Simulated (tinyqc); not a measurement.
Temperature and segregation coefficient: dopant redistribution at a moving silicon-oxide interface during parabolic oxidation. Computed by tinyqc, a small Python program. Command: `OMP_NUM_THREADS=1 python tinyqc.py 3011364 3011365 out.jsonl segox walk`. One thread of a shared host (Intel(R) Xeon(R) Processor @ 2.30GHz), about 0.01 s of CPU time with the checks.

Uniformly doped silicon is oxidised with x_ox = sqrt(B t); the interface advances into the silicon by alpha x_ox, alpha = 0.44. The dopant does not move in the oxide, and at the interface C(silicon) = m C(oxide).

Inputs (values chosen for the exercise, modelled on antimony in silicon under steam): dopant prefactor D0 = 5.12 cm^2/s; dopant activation energy E = 3.91 eV; oxidation prefactor B0 = 405 um^2/h; oxidation activation energy E_B = 0.79 eV; segregation coefficient m = C(silicon)/C(oxide) = 8.

Constants: k_B = 8.617333262e-05 eV/K.

Method:
- D = D0 exp(-E/(k_B T)), converted with 1 cm^2/s = 3.6e11 um^2/h; B = B0 exp(-E_B/(k_B T)); s = alpha sqrt(B/(4 D)), the interface advance over 2 sqrt(D t).
- Temperatures in kelvin are T(C) + 273.15.
- With the dopant diffusivity D and s = alpha x_ox/(2 sqrt(D t)), in the silicon C = C_B + (C_s - C_B) erfc(y/(2 sqrt(D t)))/erfc(s), y from the original surface. Dopant balance at the interface gives C_s/C_B = 1/[1 + (1/(m alpha) - 1) g], g = sqrt(pi) s exp(s^2) erfc(s).

C_s/C_B:
```
T (C)       s  this m  m = 0.2  m = 1/alpha  m = 10
850    32.611  3.5158  0.08804            1  4.3930
900    16.407  3.5037  0.08815            1  4.3725
950     8.731  3.4638  0.08852            1  4.3058
1000    4.882  3.3529  0.08962            1  4.1228
1050    2.853  3.1080  0.09243            1  3.7325
1100    1.734  2.7147  0.09858            1  3.1423
1150    1.091  2.2685  0.10995            1  2.5225
1200    0.708  1.8861  0.12819            1  2.0288
```

What follows from these numbers?

s falls from 32.6 to 0.708 as T rises, because diffusion has the larger activation energy (3.91 against 0.79 eV); the ratio for this m moves from 3.516 to 1.886, towards 1. At m = 1/alpha the oxide takes exactly what the silicon held, and nothing moves. The ratio does not depend on time, since both lengths grow as sqrt(t).
